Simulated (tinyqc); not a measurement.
What each parameter does: tunnelling through a thin dielectric with one trap, as a tight-binding chain.

Hopping -t everywhere, t = c/(m a^2), c = hbar^2/2m0; lead sites at 2t (band bottom 0), barrier sites 1 to N at 2t + phi, and site j has U besides. No voltage. Leads give S = -t exp(ika) on sites 1 and N, cos(ka) = 1 - E/(2t). T = (2 t sin(ka))^2 |G_1N|^2, G = (E - H - S)^-1. In the barrier cosh(q a) = 1 + (phi - E)/(2t).

Resonance: the lowest eigenvalue of H + S(E), iterated until its real part equals E (40 rounds from Eb = phi + 2t - sqrt(4t^2 + U^2), the level in an endless barrier). With v the normalised squared amplitudes of that state, Gamma_L = 2 t sin(ka) v_1, Gamma_R = 2 t sin(ka) v_N; Breit-Wigner T = Gamma_L Gamma_R/((E - Er)^2 + (Gamma_L + Gamma_R)^2/4).

Constants: hbar^2/2m0 = 3.80998211 eV angstrom^2.

Parameters, chosen for this exercise (barrier and mass of the size used for Si3N4 on silicon; shifted at random, so the results belong to these values and not to a real crystal):
```
symbol  value  unit      meaning
a       2.5    angstrom  site spacing
m       0.4    m0        mass, the same in leads and barrier
phi     2.11   eV        conduction edge of the barrier above that of the leads
N       11               barrier sites
j       6                site of the trap
U       -2.99  eV        extra energy on the trap site
E       0.66   eV        electron energy
```

Resonance and log10 T at E.

One parameter was then changed.

Results before and after:
```
case     Er (eV)  Gamma_L (meV)  Gamma_R (meV)  log10 T
base      0.8883         0.2993         0.2993   -6.371
changed   0.9883         0.2985         0.2985   -6.932
```

Which of these changes was made? (a) U = -2.9 eV; (b) m = 0.368 m0; (c) N = 12; (d) phi = 2.21 eV; (e) j = 5.
Answer: (d) phi = 2.21 eV. Of the candidates, run in turn, only this one gives the changed row.

All candidates:
```
case           Er (eV)  Gamma_L (meV)  Gamma_R (meV)  log10 T
base            0.8883         0.2993         0.2993   -6.371
m = 0.368 m0    0.9603         0.5357         0.5357   -6.267
phi = 2.21 eV   0.9883         0.2985         0.2985   -6.932
N = 12          0.8883         0.2992        0.05275   -7.188
j = 5           0.8883          1.698        0.05276   -6.370
U = -2.9 eV     0.9508         0.3600         0.3600   -6.587
```

(tinyqc, `OMP_NUM_THREADS=1 python tinyqc.py 1452476 1452477 out.jsonl`, Intel(R) Xeon(R) Processor @ 2.30GHz, 1 thread, shared host, about 0.1 s.)
